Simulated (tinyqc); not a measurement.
Across the gap: metal-induced gap states at the contact of a metal chain and a two-band chain.

The semiconductor alternates sites A at -Eg/2 and C at +Eg/2 with hopping -t; the gap runs from -Eg/2 to Eg/2. In the gap cosh(q a) = 1 + (Eg^2/4 - E^2)/(2 t^2) and the amplitude changes by -exp(-q a) a period. The metal has site energy 0 and hopping -tm; its end site has g_m = (E - i sqrt(4 tm^2 - E^2))/(2 tm^2). Sites 1, 2, ... count into the semiconductor, with energies e1, e2 alternating. The clean half chain has g1 = 1/(E - e1 - t^2 g2), g2 = 1/(E - e2 - t^2 g1), decaying root. With the contact G11 = 1/(1/g1 - tc^2 g_m), and the density on site j is -Im G_jj/pi = |psi_j/psi_1|^2 (-Im G11/pi), per spin, with psi_2/psi_1 = -t g2, psi_3/psi_2 = -t g1.

Values chosen for the exercise (gap and optical dielectric constant near those of HfO2; the chain itself is a model; the results hold for these values, not for the real material): Eg = 5.87 eV (gap); t = 1.81 eV (hopping in the semiconductor); tm = 3.08 eV (hopping in the metal); tc = 1.18 eV (hopping across the contact); end = A (site that touches the metal); a = 3.6 angstrom (period (two sites); one chain for each area a^2).

E = f Eg. Share on C: the part of the summed density that lies on C sites, whose orbitals make the conduction edge.

Gap states:

| f | E (eV) | xi = 1/(2q) (angstrom) | D1 (1/eV) | D2 (1/eV) | sum (1/eV) | share on C |
|---|---|---|---|---|---|---|
| -0.48 | -2.818 | 4.00 | 0.2887 | 0.0038 | 0.4927 | 0.013 |
| -0.40 | -2.348 | 1.92 | 0.0907 | 0.0039 | 0.1118 | 0.042 |
| -0.30 | -1.761 | 1.48 | 0.0404 | 0.0030 | 0.0476 | 0.069 |
| -0.15 | -0.880 | 1.26 | 0.0181 | 0.0023 | 0.0217 | 0.115 |
| 0.00 | 0.000 | 1.21 | 0.0098 | 0.0022 | 0.0127 | 0.185 |
| 0.30 | 1.761 | 1.48 | 0.0032 | 0.0038 | 0.0077 | 0.541 |
| 0.40 | 2.348 | 1.92 | 0.0018 | 0.0065 | 0.0098 | 0.779 |
| 0.48 | 2.818 | 4.00 | 0.0005 | 0.0163 | 0.0283 | 0.969 |

Give the missing row, f = 0.15, E (eV) = 0.880.

Computed row:
```
f     E (eV)  xi = 1/(2q) (angstrom)  D1 (1/eV)  D2 (1/eV)  sum (1/eV)  share on C
0.15   0.880                    1.26     0.0057     0.0026      0.0088       0.309
```

The decay length xi of the density is shortest at mid-gap, 1.21 angstrom, and grows to 4.0 near the edges. The summed density is least at f = 0.3 (0.0077) and largest at f = -0.48 (0.4927 1/eV). The share on C goes from 0.01 to 0.97 and passes one half near f = +0.273, a point that depends on which site ends the chain. The states turn from valence-like to conduction-like across the gap; the branch point, where the decay is fastest, lies at mid-gap in this symmetric chain and is the usual estimate of the neutrality level.

tinyqc: `OMP_NUM_THREADS=1 python tinyqc.py 1481598 1481599 out.jsonl`; about 0.01 s, one thread, shared Intel(R) Xeon(R) Processor @ 2.30GHz.
